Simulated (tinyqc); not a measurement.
# From share of the material that lands on the wafer, 1 - (1 + (R/h)^2)^(-(n + 1)/2) back to source-to-wafer distance h

Model: vacuum evaporation: vapour pressure, source flux, thickness distribution, purity and step coverage. Computed by tinyqc, a small Python program. Command: `OMP_NUM_THREADS=1 python tinyqc.py 3111958 3111959 out.jsonl evap inv`. One thread of a shared host (Intel(R) Xeon(R) Processor @ 2.30GHz), about 0.01 s of CPU time with the checks.

Molecular flow, unit sticking of the metal, no re-evaporation. The background gas is taken as water vapour (18.015 g/mol, collision diameter 0.37 nm) at 300 K.

Inputs (values chosen for the exercise, modelled on copper, with constants for the liquid):
```
quantity                    value    unit
molar mass M                63.55   g/mol
film density rho             8.96  g/cm^3
vapour-pressure constant A  10.87       -
vapour-pressure constant B  16450       K
source temperature T         1550       K
source area                  0.53    cm^2
directionality n                3       -
wafer radius R                 15      cm
```

Constants: u = 1.6605390666e-27 kg; k_B = 1.380649e-23 J/K; R = 8.314462618 J/(mol K).

Method:
- log10(p_v/Pa) = A - B/T; flux from the surface Phi = p_v/sqrt(2 pi m k_B T), m = M u.
- Mass loss = Phi x area x m; heat of evaporation = ln(10) R B; d ln Phi/dT = ln(10) B/T^2 - 1/(2 T).
- A small source emits (n + 1) Phi area cos^n(phi)/(2 pi) per solid angle; on a parallel plane at height h and lateral distance l the arrival rate is (n + 1) Phi area/(2 pi h^2) x (1 + (l/h)^2)^(-(n + 3)/2). Growth rate = arrival rate x m/rho, m = M u. The wafer is fixed and centred above the source.

Task: A run gave the result below. Find the source-to-wafer distance h, known to lie between 49 and 130 cm.

share of the material that lands on the wafer, 1 - (1 + (R/h)^2)^(-(n + 1)/2) = 7.391187 %

Result:

Each step takes the trial c = (a f_b - b f_a)/(f_b - f_a), f being the result less the target and a, b, c the logarithms of the listed values; c replaces end b, the old b replaces a if the sign of f changed, and otherwise f_a is halved.

Scan of the range; columns: (1) source-to-wafer distance h (cm); (2) share of the material that lands on the wafer, 1 - (1 + (R/h)^2)^(-(n + 1)/2) (%):
```
(1)        (2)
49.0   16.4022
57.7   12.2600
67.8    9.1148
79.8    6.7089
93.9    4.9147
110.0   3.6178
130.0   2.6105
```

False position (Illinois rule, in the logarithm of the input) inside the bracket:
```
step    end a    end b    trial  share of the material that lands on the wafer, 1 - (1 + (R/h)^2)^(-(n + 1)/2) (%)
1     67.8000  79.8000  76.1961                                                                            7.32245
2     67.8000  76.1961  75.5418                                                                            7.44264
3     76.1961  75.5418  75.8212                                                                            7.39096
4     75.5418  75.8212  75.8200                                                                            7.39119
5     75.5418  75.8200  75.8200                                                                            7.39119
6     75.8200  75.8200  75.8200                                                                            7.39119
```

share of the material that lands on the wafer, 1 - (1 + (R/h)^2)^(-(n + 1)/2) falls at every point of a 13-point scan of the range (every second point is shown), so one value fits; it is bracketed by 67.8 and 79.8. Answer: source-to-wafer distance h = 75.82 cm.
